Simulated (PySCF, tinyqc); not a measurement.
Inside a calculation. Method: CID on RHF in the sto-3g basis, for H2, spin multiplicity 1. The lowest restricted solution is unstable here: a spin-polarised one lies 0.0031 hartree lower (PySCF). One step of it, computed by the program tinyqc.

Task: Integrals over molecular orbitals. (pq|rs) = sum C_ip C_jq C_kr C_ls (ij|kl), one index at a time.

coefficients C, order 1H 1s, 2H 1s:
```
[[0.603432, 0.893096],
 [0.603432, -0.893096]]
```

core Hamiltonian H = T + V (hartree), order 1H 1s, 2H 1s:
```
[[-0.892135, -0.491908],
 [-0.491908, -0.892135]]
```

Two-electron integrals (ij|kl) in chemists' order, unique and non-zero (hartree):
```
(11|11) 0.774606   (21|11) 0.216766   (21|21) 0.084229   (22|11) 0.410251
(22|21) 0.216766   (22|22) 0.774606
```

Give: one-electron integrals over orbitals h = C^T H C; Two-electron integrals over orbitals.

Result:

one-electron integrals over orbitals h = C^T H C (hartree):
```
[[-1.0079, 0.0000],
 [0.0000, -0.6385]]
```

Two-electron integrals over orbitals (pq|rs), unique and non-zero (hartree):
```
(11|11) 0.5888   (21|21) 0.2116   (22|11) 0.5904   (22|22) 0.6187
```
